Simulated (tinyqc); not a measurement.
# Octagonal on-chip spiral inductor, lumped pi model, step by step

tinyqc, about 0.01 s, one thread, Intel Xeon 2.30GHz (shared host): `OMP_NUM_THREADS=1 python tinyqc.py 2302131 2302132 out.jsonl` Printed values are rounded.

Outer diameter do = di + 2 n wd + 2 (n - 1) sp, mean da = (do + di)/2, fill p = (do - di)/(do + di), length l = 3.314 n da. L = 2.25 mu0 n^2 da/(1 + 3.55 p), mu0 = 4 pi 1e-7 H/m. Rs = rho l/(wd delta (1 - exp(-th/delta))), delta = sqrt(rho/(pi f mu0)). Cs = n wd^2 eps0 eo/hu across the coil. At each end Cox = l wd eps0 eo/(2 ho) leads to the substrate branch Rsi = 2 rs he/(l wd) in parallel with Csi = l wd eps0 11.7/(2 he). With one end grounded Y = 1/(Rs + i w L) + i w Cs + 1/[1/(i w Cox) + 1/(1/Rsi + i w Csi)], w = 2 pi f; Q = -Im Y/Re Y. Eddy currents in neighbouring turns and in the substrate are left out.

Values chosen for this exercise; values of the order met in silicon radio-frequency processes: number of turns n = 1.5; line width wd = 20 um; space between turns sp = 3 um; inner diameter di = 80 um; metal thickness th = 3 um; metal resistivity rho = 2.2 uohm cm; oxide below the coil ho = 4.2 um; oxide between coil and underpass hu = 1.3 um; relative permittivity of the oxide eo = 3; substrate resistivity rs = 100 ohm cm; effective spreading depth in the substrate he = 50 um; frequency f = 2.6 GHz.

Constants: eps0 = 8.8541878128e-12 F/m. Results are converted to the units shown.

## Geometry and model elements

do, l, L, delta, Rs, Cs, Cox, Rsi and Csi as defined.

do = 143 um
l = 554.266 um
L = 0.354150 nH
delta = 1.46401 um
Rs = 0.478046 ohm
Cs = 12.2596 fF
Cox = 35.0541 fF
Rsi = 9020.93 ohm
Csi = 11.4837 fF

Rs is 2.35 times the direct-current value in this empirical form, which overstates the skin effect of a flat slab when delta is near th and so stands in for some current crowding.

## Admittance, quality factor and apparent inductance

Series branch 1/(Rs + i w L), substrate branch, total Y, Q = -Im Y/Re Y, apparent inductance Im(1/Y)/w, metal-only value w L/Rs, share of the loss in the substrate Re(substrate branch)/Re Y.

series branch = 14.185-171.674i mS
substrate branch = 0.061585+0.150289i mS
Y = 14.247-171.323i mS
Q = 12.0255
apparent inductance = 0.354844 nH
w L/Rs = 12.1024
share of the loss in the substrate = 0.432277 %

Q is 99.4 % of the metal-only value.
